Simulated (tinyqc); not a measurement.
# MOS inversion layer, Poisson-Schroedinger loop: what changes with what

Electrons confined at an insulator interface at z = 0, treated as a hard wall; parabolic valleys, Hartree approximation, no image or exchange terms. The depletion charge lies far deeper than the electrons and gives a uniform field q Nd/(eps0 eps_r); the gate balances all charge. Energies are counted from the band edge at the interface.

Values chosen for this exercise; masses and permittivity close to those of silicon (110):
```
symbol   value   unit                                     meaning
T          300      K                                 temperature
eps_r     11.8                              relative permittivity
mz1      0.318     m0  mass along z of valley set A (4 valley(s))
md1      0.329     m0    in-plane density-of-states mass of set A
mz2      0.193     m0  mass along z of valley set B (2 valley(s))
md2      0.423     m0    in-plane density-of-states mass of set B
Ns      3.3e12  cm^-2                  sheet density of electrons
Nd      1.4e12  cm^-2           sheet density of depletion charge
dE        0.11     eV               extra shift of set B (strain)
```

Constants: q = 1.602176634e-19 C, kB = 1.380649e-23 J/K, hbar = 1.054571817e-34 J s, m0 = 9.1093837015e-31 kg, Vt = kB T/q, eps0 = 8.8541878128e-14 F/cm where lengths are in cm, hbar^2/(2 m0) = 0.0380998212 eV nm^2. Results are converted to the units shown.

Each table varies one quantity; the others keep the values above.

## Effect of the sheet density of electrons

Schroedinger equation -(C/mz) psi'' + (V0 + U + dE for set B) psi = E psi, C = hbar^2/(2 m0), psi(0) = 0, on a uniform mesh of 800 nodes with a far wall at 25 nm, 8 levels a set; V0 = q Nd z/(eps0 eps_r); dU/dz = q (Ns - integral of n from 0 to z)/(eps0 eps_r), U(0) = 0; N_k = g md m0 q Vt/(pi hbar^2) ln(1 + exp((EF - E_k)/Vt)), g the number of valleys of the set, sum N_k = Ns. Triangular well: E_k = a_k (C F^2/mz)^(1/3), a_1 = 2.338107, a_2 = 4.087949, C = hbar^2/(2 m0), F in eV/nm. Fang-Howard (all electrons in the lowest level of set A): b^3 = 6 (mz1/C) q (Nd + 11 Ns/32)/(eps0 eps_r), centroid 3/b, level C b^2/(4 mz1) + (3/b) q (Nd + 11 Ns/16)/(eps0 eps_r). The centroid adds 3.9 z_av/eps_r to an oxide-equivalent thickness.

Results:
columns A: Ns (cm^-2); B: A1 (meV); C: B1 (meV); D: EF (meV); E: share of A1 (%); F: share of set A (%); G: centroid z_av (nm); H: added oxide equivalent (nm); I: Fang-Howard centroid (nm)
```
A          B    C      D     E     F     G      H     I
1e11    92.2  219  -38.0  91.7  99.5  2.92  0.966  2.90
2.1e11  95.7  222  -15.3  91.9  99.5  2.89  0.956  2.88
4.5e11   103  230   12.1  92.3  99.5  2.83  0.936  2.83
2.1e12   149  280   99.5  94.1  99.6  2.51  0.831  2.55
4.4e12   203  339    175  95.5  99.6  2.24  0.740  2.29
9.4e12   302  446    299  97.0  99.7  1.90  0.629  1.97
2e13     472  631    500  98.2  99.7  1.56  0.516  1.62
```

Estimate the missing row, Ns = 9.7e11 cm^-2.

Computed row:
columns A: Ns (cm^-2); B: A1 (meV); C: B1 (meV); D: EF (meV); E: share of A1 (%); F: share of set A (%); G: centroid z_av (nm); H: added oxide equivalent (nm); I: Fang-Howard centroid (nm)
```
A         B    C     D     E     F     G      H     I
9.7e11  118  247  47.8  92.9  99.6  2.71  0.897  2.73
```

With this row back in the table: As Ns goes from 1e11 to 2e13, A1 rises from 92.2 to 472 meV, the share of A1 rises from 91.7 to 98.2 % and the centroid falls from 2.92 to 1.56 nm. A1 goes as Ns^(0.59) between the last two rows (a triangular well in the field of that charge alone gives 2/3). EF lies more than 2 meV above A1 for Ns = 2e13. The Fang-Howard centroid is 0.64 % below the full one in the first row, where A1 holds 91.7 %, and 3.8 % above it in the last, where A1 holds 98.2 %.

## Effect of the sheet density of depletion charge

Schroedinger equation -(C/mz) psi'' + (V0 + U + dE for set B) psi = E psi, C = hbar^2/(2 m0), psi(0) = 0, on a uniform mesh of 800 nodes with a far wall at 36 nm, 8 levels a set; V0 = q Nd z/(eps0 eps_r); dU/dz = q (Ns - integral of n from 0 to z)/(eps0 eps_r), U(0) = 0; N_k = g md m0 q Vt/(pi hbar^2) ln(1 + exp((EF - E_k)/Vt)), g the number of valleys of the set, sum N_k = Ns.

Results:
columns A: Nd (cm^-2); B: A1 (meV); C: B1 (meV); D: EF (meV); E: share of A1 (%); F: share of set A (%); G: centroid z_av (nm); H: added oxide equivalent (nm); I: Fang-Howard centroid (nm)
```
A         B    C     D     E     F     G      H     I
1e11    141  267  99.1  78.6  99.5  4.18   1.38  3.05
1.7e11  143  270   102  80.2  99.5  3.89   1.29  3.00
3.1e11  147  274   107  83.1  99.5  3.46   1.14  2.90
5.3e11  153  282   114  86.9  99.5  3.03   1.00  2.76
1.6e12  184  319   148  95.8  99.6  2.27  0.752  2.34
2.9e12  220  362   184  98.7  99.7  1.95  0.644  2.06
5e12    273  425   238  99.6  99.8  1.68  0.557  1.79
```

Estimate the missing row, Nd = 9.4e11 cm^-2.

Computed row:
columns A: Nd (cm^-2); B: A1 (meV); C: B1 (meV); D: EF (meV); E: share of A1 (%); F: share of set A (%); G: centroid z_av (nm); H: added oxide equivalent (nm); I: Fang-Howard centroid (nm)
```
A         B    C    D     E     F     G      H     I
9.4e11  165  296  128  91.7  99.6  2.61  0.864  2.57
```

With this row back in the table: As Nd goes from 1e11 to 5e12, A1 rises from 141 to 273 meV, the share of A1 rises from 78.6 to 99.6 % and the centroid falls from 4.18 to 1.68 nm. A1 goes as Nd^(0.40) between the last two rows (a triangular well in the field of that charge alone gives 2/3). The Fang-Howard centroid is 27 % below the full one in the first row, where A1 holds 78.6 %, and 6.2 % above it in the last, where A1 holds 99.6 %.

Numbers from tinyqc (`OMP_NUM_THREADS=1 python tinyqc.py 2160174 2160175 out.jsonl`; about 1 s on one thread of a shared Intel Xeon 2.30GHz).
